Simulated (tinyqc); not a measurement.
Balance functions: hot carriers by balance equations with a heated Maxwellian. Computed by tinyqc, a small Python program. Command: `OMP_NUM_THREADS=1 python tinyqc.py 3019033 3019034 out.jsonl hot walk`. One thread of a shared host (Intel(R) Xeon(R) Processor @ 2.30GHz), about 0.01 s of CPU time with the checks.

The carriers follow a Maxwellian at an electron temperature T_e, slightly displaced; the drift energy is neglected against k_B T_e. The balance averages the rate, not the time, so mu_0 lies below the relaxation-time value.

Inputs (values chosen for the exercise, modelled on electrons in silicon): effective mass m = 0.327 m_0; density rho = 2329 kg/m^3; sound velocity v_l = 9310 m/s; acoustic deformation potential D_A = 9.9 eV; phonon energy hbar w = 59.7 meV; optical or intervalley deformation potential D_o = 5.7 1e8 eV/cm; final valleys Z_f = 5; lattice temperature T = 150 K.

Band: parabolic. Solver: Newton.

Constants: k_B = 8.617333262e-05 eV/K; k_B = 1.380649e-23 J/K; e = 1.602176634e-19 C; hbar = 1.054571817e-34 J s; m_0 = 9.1093837015e-31 kg; hbar = 6.582119569e-16 eV s.

Method:
- Parabolic band: E = hbar^2 k^2/(2 m), speed v = hbar k/m, states per spin, volume and energy g(E) = m k/(2 pi^2 hbar^2). Masses are multiplied by m_0 and all formulas are in SI units.
- Phonon occupation N_q = 1/(exp(hbar w/(k_B T)) - 1).
- Acoustic deformation potential (elastic, equipartition, absorption and emission together): 1/tau = 2 pi k_B T D_A^2 g(E)/(hbar rho v_l^2).
- Optical or intervalley deformation potential: 1/tau = (pi Z_f D_o^2/(rho w)) [N_q g(E + hbar w) + (N_q + 1) g(E - hbar w)], with g = 0 below the band edge.
- Averages over the Maxwellian, <y> = int y x^(1/2) exp(-x) dx / int x^(1/2) exp(-x) dx with x = E/(k_B T_e), split at x_0 = hbar w/(k_B T_e): 64 Gauss-Legendre points in sqrt(x) below it and 128 in sqrt(x - x_0) above it, up to x = 32. Momentum balance: mu(T_e) = e/(m nu), nu = <x (sum of rates)>/<x>. Power lost per carrier: P(T_e) = hbar w <emission rate - absorption rate> + <(2 m v_l^2/(k_B T)) (E - 2 k_B T) acoustic rate>.
- The field that sustains T_e follows from e mu F^2 = P.

Against the electron temperature:
```
T_e (K)  mu (cm^2/(V s))  P optical (1e9 eV/s)  P acoustic (1e9 eV/s)  F (kV/cm)  drift velocity (1e7 cm/s)
165               3397.7                  2.17             5.3020e-02      0.808                     0.2747
195               2710.0                  8.08             1.7292e-01      1.745                     0.4730
240               2021.5                 20.37             3.8366e-01      3.205                     0.6478
300               1491.0                 41.27             7.1492e-01      5.306                     0.7912
450                922.1                102.61             1.7512e+00     10.639                     0.9810
750                576.3                221.60             4.5215e+00     19.808                     1.1416
1200               409.4                365.84             1.0009e+01     30.300                     1.2404
1800               317.1                514.40             1.9263e+01     41.026                     1.3008
```

What does the comparison show, and why?

Optical phonons take 98 % of the power in the first row and 96 % in the last. The velocity grows as F^0.71 at first and as F^0.16 at the end, so it levels off; if optical phonons alone set both balances the limit at high T_e would be sqrt(3 hbar w tanh(hbar w/2 k_B T)/(4 m)) = 1.54 in the same unit. Rows above 1400 K (k_B T_e > 0.12 eV) stretch the parabolic band.
